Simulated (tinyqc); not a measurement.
Gain spectrum: optical gain and spontaneous emission in a bulk direct-gap semiconductor.

Parabolic bands, vertical transitions, no excitons. For each hole band j: mr = me mj/(me + mj); joint density of states J_j(E) = (mr/c)^(3/2) sqrt(E - Eg)/(2 pi^2), both spins, c = hbar^2/2m0; averaged matrix element |e.p|^2 = m0 Ep/6; alpha_j(E) = 4 pi^2 alpha_f c Ep J_j/(3 nr E) in 1/angstrom (alpha_f the fine-structure constant, listed as alpha among the constants), times 1e8 for 1/cm.

F_j(eta) = (1/Gamma(j + 1)) integral_0^infinity x^j dx/(1 + exp(x - eta)), which tends to exp(eta) for eta << 0.

Quasi-Fermi levels: n = Nc F_1/2(Fc/kT) and p = Nv F_1/2(Fv/kT), Fc counted up from the conduction edge and Fv down from the valence edge; Nc, Nv from N = 2 (m kB T/(4 pi c))^(3/2) with c = hbar^2/2m0, in 1/angstrom^3; times 1e24 for 1/cm^3, with me and (mhh^(3/2) + mlh^(3/2))^(2/3).

For band j the electron sits at Ee = (E - Eg) mr/me above its edge and the hole at Eh = (E - Eg) mr/mj; fe = 1/(1 + exp((Ee - Fc)/kT)), fh = 1/(1 + exp((Eh - Fv)/kT)); gain g = sum_j alpha_j (fe + fh - 1).

Constants: hbar^2/2m0 = 3.80998211 eV angstrom^2; fine-structure constant alpha = 0.007297352564; kB = 8.617333262e-05 eV/K.

Values chosen for the exercise (near those of InGaAs; not measured data): Eg = 0.766 eV (direct gap); me = 0.0412 m0 (electron mass); mhh = 0.444 m0 (heavy-hole mass); mlh = 0.0517 m0 (light-hole mass); Ep = 23.9 eV (Kane energy); nr = 3.52 (refractive index); T = 350 K; n = 2.2e+18 1/cm^3 (injected density, n = p).

At the density n.

Spectrum:
```
E - Eg (eV)  alpha, empty (1/cm)  fe, heavy  fh, heavy  g (1/cm)
0.005                       1675      0.990      0.195       305
0.010                       2354      0.989      0.192       414
0.020                       3286      0.985      0.188       536
0.030                       3974      0.980      0.184       596
0.045                       4777      0.968      0.177       616
0.060                       5416      0.951      0.171       567
0.080                       6106      0.914      0.164       388
0.100                       6669      0.852      0.156        43
0.130                       7349      0.699      0.145      -895
0.170                       8045      0.408      0.132     -2879
0.220                       8688      0.131      0.116     -5318
```

Fc + Fv = 0.1019 eV

What does the comparison show?

g is positive below E - Eg = 0.1019 eV; the largest value listed is 616 1/cm at 0.045 eV. At 0.220 eV above the gap g is -0.61 times the absorption of the empty crystal, whose limit is -1.

Run: tinyqc, `OMP_NUM_THREADS=1 python tinyqc.py 1650028 1650029 out.jsonl`; Intel(R) Xeon(R) Processor @ 2.30GHz, one thread, shared host; about 0.08 s of CPU time with all checks.
